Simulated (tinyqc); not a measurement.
Worked calculation: Hueckel theory of the pi electrons, for the molecule C=NC(=C)C(=C)Cl (SMILES; centres numbered as the heavy atoms are written). One step of it, computed by the program tinyqc.

Question. Orbitals. Diagonalise; E = alpha + x beta with beta < 0, so the largest x are filled first; degenerate levels share their electrons. P = sum n_i c_ri c_si; each orbital has its largest coefficient positive (the first on a tie).

Hueckel matrix in units of beta (H = alpha + beta A), lower triangle:
```
           1C        2N        3C        4C        5C        6C       7Cl
1C   0.000000
2N   1.000000  0.500000
3C   0.000000  1.000000  0.000000
4C   0.000000  0.000000  1.000000  0.000000
5C   0.000000  0.000000  1.000000  0.000000  0.000000
6C   0.000000  0.000000  0.000000  0.000000  1.000000  0.000000
7Cl  0.000000  0.000000  0.000000  0.000000  0.400000  0.000000  2.000000
```

pi electrons, sum of z_r less the charge = 8

Give: x values; occupations; coefficients; charge and bond-order matrix P.

Answer.

x values: 2.216  1.921  1.080  0.532  -0.488  -0.899  -1.863

occupations: 2.000  2.000  2.000  2.000  0.000  0.000  0.000

coefficients:
```
       MO1     MO2     MO3     MO4     MO5     MO6     MO7
1C   0.142  -0.255  -0.444  -0.342   0.563  -0.499   0.187
2N   0.314  -0.490  -0.479  -0.182  -0.275   0.449  -0.349
3C   0.397  -0.441   0.166   0.336  -0.291  -0.128   0.637
4C   0.179  -0.230   0.153   0.631   0.596   0.143  -0.342
5C   0.387  -0.128   0.505  -0.271  -0.179  -0.476  -0.496
6C   0.175  -0.067   0.468  -0.510   0.367   0.530   0.266
7Cl  0.715   0.653  -0.220   0.074   0.029   0.066   0.051
```

charge and bond-order matrix P, lower triangle:
```
         1C      2N      3C      4C     5C      6C    7Cl
1C    0.798
2N    0.888   1.202
3C   -0.039   0.400   0.985
4C   -0.400  -0.039   0.820   1.014
5C   -0.088  -0.017   0.406   0.010  0.990
6C    0.017  -0.088   0.010  -0.407  0.901   1.027
7Cl   0.014  -0.007  -0.032  -0.018  0.124  -0.118  1.984
```
